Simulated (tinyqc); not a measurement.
Hall effect and magnetoresistance of several carrier groups with constant relaxation times. Changing the mobility mu2. Computed by tinyqc, a small Python program. Command: `OMP_NUM_THREADS=1 python tinyqc.py 3028284 3028285 out.jsonl hall2 sweep`. One thread of a shared host (Intel(R) Xeon(R) Processor @ 2.30GHz), about 0.01 s of CPU time with the checks.

Group 1 has charge -e and group 2 charge +e; s_i is that sign. B lies along z; mu B is formed with mu in m^2/(V s).

Inputs (values chosen for the exercise, for a model conductor):
```
quantity            value        unit
density n1        1.2e+18      1/cm^3
mobility mu1         3000  cm^2/(V s)
density n2          1e+19      1/cm^3
magnetic field B      7.7           T
```

Carriers: electrons and holes. Densities: per volume.

Constants: e = 1.602176634e-19 C.

Method:
- sigma_xx = sum n_i e mu_i/(1 + mu_i^2 B^2); sigma_xy = sum s_i n_i e mu_i^2 B/(1 + mu_i^2 B^2).
- rho_xx = sigma_xx/(sigma_xx^2 + sigma_xy^2); Hall coefficient R_H = sigma_xy/(B (sigma_xx^2 + sigma_xy^2)), with B in V s/cm^2 (1 T = 1e-4 V s/cm^2); magnetoresistance MR = rho_xx(B)/rho_xx(0) - 1. Apparent density 1/(e |R_H|); Hall mobility |R_H|/rho_xx.
- Weak field: R_H(0) = sum s_i n_i mu_i^2/(e (sum n_i mu_i)^2); MR = c B^2 with c = n1 n2 mu1 mu2 (s1 mu1 - s2 mu2)^2/(n1 mu1 + n2 mu2)^2. Strong field: R_H = 1/(e sum s_i n_i); rho_xx saturates at (n1/mu1 + n2/mu2)/(e (sum s_i n_i)^2).

One run for each value; columns: (1) mobility mu2 (cm^2/(V s)); (2) magnetoresistance MR (%); (3) Hall coefficient R_H (cm^3/C); (4) Hall mobility (cm^2/(V s)); (5) coefficient c (1/T^2):
```
(1)      (2)      (3)     (4)       (5)
30    37.729  -4.3055  1953.3  0.006519
57    60.698  -3.5370  1470.5  0.011028
110   83.828  -2.3295   954.3  0.017339
210   91.073  -1.0201   487.5  0.023976
400   79.673  -0.0850    57.6  0.028820
780   62.376   0.3904   439.1  0.030872
1500  50.821   0.5742  1134.5  0.031608
2800  47.436   0.6417  2203.6  0.033958
```

What does the table show, and why?

Over the rows, magnetoresistance MR (%) goes from 37.7 through a maximum among these rows, 91.1 at 210, to 47.4; Hall coefficient R_H (cm^3/C) rises from -4.31 to 0.642; Hall mobility (cm^2/(V s)) goes from 1950 through a minimum among these rows, 57.6 at 400, to 2200. For opposite charges the drift angles add, so equal mobilities do not cancel MR.

Extremes, crossings and ranges named in words are read from the listed rows.
